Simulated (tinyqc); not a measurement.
# Transfer-length model of a contact, step by step

Numbers from tinyqc (`OMP_NUM_THREADS=1 python tinyqc.py 2760117 2760118 out.jsonl`; about 0.01 s on one thread of a shared Intel Xeon 2.30GHz). Printed values are rounded.

A metal contact of length d and width W on a thin layer of the same width. The metal has no resistance, the sheet resistance under it equals Rsh, and current enters the layer at the front edge x = 0.

Inputs (values chosen for the exercise): contact length d = 1.5 um; contact width W = 350 um.

## Straight-line fit

| gap | L (um) | R_T (ohm) |
|---|---|---|
| 1 | 4.8 | 0.86787 |
| 2 | 9.2 | 1.1865 |
| 3 | 18 | 1.8118 |
| 4 | 35 | 3.0345 |
| 5 | 68 | 5.3782 |

Pairs of such contacts at gaps L have R_T = Rsh L/W + 2 Rc. The values of R_T were made from Rsh and rc with a random scatter of 0.2 % and are treated as data. Least squares: slope = sum (L - mean L)(R_T - mean R_T)/sum (L - mean L)^2, intercept = mean R_T - slope mean L. Rsh = slope W, Rc = intercept/2, and A = Rc/slope is half the distance from the origin to the zero of the line.

slope = 0.0713628 ohm/um
intercept = 0.528978 ohm
Rsh = 24.9770 ohm/sq
Rc = 0.264489 ohm
A = 3.70625 um

## Iteration 1: transfer length

Lt at the start = 3.70625 um

A = Lt coth(d/Lt) is solved for Lt, starting from Lt = A. Lt(new) = sqrt(Lt A tanh(d/Lt)), the geometric mean of the old value and the plain step.

Lt after iteration 1 = 2.29663 um

## Iteration 2: transfer length

As before.

Lt after iteration 2 = 2.20995 um

## Course of the iteration

Stop when Lt changes by less than 1e-9 of itself, or after 40 iterations.

Course of the iteration:

| iteration | Lt (um) | relative change |
|---|---|---|
| 1 | 2.29663 | 0.380 |
| 2 | 2.20995 | 0.0377 |
| 3 | 2.19960 | 4.68e-3 |
| 4 | 2.19830 | 5.93e-4 |
| 5 | 2.19813 | 7.54e-5 |
| 6 | 2.19811 | 9.58e-6 |
| 7 | 2.19811 | 1.22e-6 |
| 8 | 2.19811 | 1.55e-7 |
| 9 | 2.19811 | 1.96e-8 |
| 10 | 2.19811 | 2.50e-9 |
| 11 | 2.19811 | 3.17e-10 |

Converged in 11 iterations.

## Contact resistivity

converged Lt = 2.19811 um

rc = Rsh Lt^2. Short cuts: Rsh A^2 (long contact, Lt = A) and Rc W d (short contact, even current).

rc = 1.20681e-6 ohm cm^2
Rsh A^2 = 3.43092e-6 ohm cm^2
Rc W d = 1.38857e-6 ohm cm^2

The extracted rc is 0.57 % above the value 1.2e-6 ohm cm^2 that made the data. The long-contact form is 2.84 times the extracted value and the short-contact form 15 % above it; both can only overstate it.
